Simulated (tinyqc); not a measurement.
Punch-through p+-n junction, ionisation integral and breakdown: two steps of the calculation.

A p+ layer at x < 0 and an n drift layer from x = 0 to L on an n+ substrate. Depletion approximation, built-in voltage neglected. Local ionisation coefficients alpha_n = an exp(-(bn/E)^mx), alpha_p = ap exp(-(bp/E)^mx). Electrons move towards +x, holes towards x = 0.

Values chosen for this exercise; material values close to those of 4H silicon carbide: relative permittivity eps_r = 9.61; prefactor of the electron ionisation coefficient an = 1.66e8 1/cm; field constant for electrons bn = 3.47e7 V/cm; prefactor of the hole ionisation coefficient ap = 3.59e8 1/cm; field constant for holes bp = 2.33e7 V/cm; exponent mx = 1; donor density of the drift layer N = 7.8e15 cm^-3; thickness of the drift layer L = 7.5 um; reverse voltage V = 1180 V; share of the depleted width that the grid covers fr = 1.

Constants: q = 1.602176634e-19 C, eps0 = 8.8541878128e-14 F/cm where lengths are in cm. Results are converted to the units shown.

Question 1. Field and ionisation coefficients on a grid. W = sqrt(2 eps0 eps_r V/(q N)), peak field E0 = q N W/(eps0 eps_r), falling linearly to 0 at W; if W > L the layer is punched through: W = L, E0 = V/L + q N L/(2 eps0 eps_r), falling linearly to E1 = V/L - q N L/(2 eps0 eps_r). Grid: 10 equal steps from 0 to fr W.

Find: W; x; E; alpha_n; alpha_p.

Answer 1.

W = 7.5000 um

```
point  x (um)  E (kV/cm)  alpha_n (1/cm)  alpha_p (1/cm)
0      0.0000     2124.1          13.345          6182.4
1      0.7500     2013.9          5.4609          3393.1
2      1.5000     1903.8          2.0152          1737.3
3      2.2500     1793.6         0.65793          819.32
4      3.0000     1683.5         0.18554          350.20
5      3.7500     1573.3        0.043823          132.89
6      4.5000     1463.2       0.0083295          43.581
7      5.2500     1353.0       0.0012081          11.920
8      6.0000     1242.9       1.2445e-4          2.5909
9      6.7500     1132.7       8.2390e-6         0.41851
10     7.5000     1022.6       3.0390e-7        0.045645
```

Question 2. Ionisation integrals by the trapezoid rule. G(x) = integral from 0 to x of (alpha_n - alpha_p); I_n = integral of alpha_n exp(-G) (electrons injected at x = 0), I_p = integral of alpha_p exp(G(end) - G) (holes injected at the far edge); M = 1/(1 - I). All integrals by the trapezoid rule on the grid.

```
point     x (um)  alpha_n (1/cm)  alpha_p (1/cm)
0      0.0000000       13.344890       6182.3781
1      0.7500000       5.4609209       3393.0662
2      1.5000000       2.0151719       1737.3086
3      2.2500000      0.65793119       819.32139
4      3.0000000      0.18553785       350.19922
5      3.7500000     0.043823442       132.88856
6      4.5000000    0.0083294629       43.581065
7      5.2500000    0.0012081397       11.919844
8      6.0000000    1.2444853e-4       2.5908627
9      6.7500000    8.2390035e-6      0.41850851
10     7.5000000    3.0389849e-7     0.045644665
```

Find: G; alpha_n exp(-G); I_n; I_p; M_n; M_p.

Answer 2.

```
point        G  alpha_n exp(-G) (1/cm)
0       0.0000                   13.34
1      -0.3584                    7.81
2      -0.5505                    3.49
3      -0.6463                    1.26
4      -0.6901                    0.37
5      -0.7082                    0.09
6      -0.7148                    0.02
7      -0.7169                    0.00
8      -0.7174                    0.00
9      -0.7175                    0.00
10     -0.7176                    0.00
```

I_n = 0.001479
I_p = 0.4981
M_n = 1.001
M_p = 1.992

Program tinyqc, `OMP_NUM_THREADS=1 python tinyqc.py 2120151 2120152 out.jsonl`; Intel Xeon 2.30GHz, shared host, one thread, about 0.1 s.
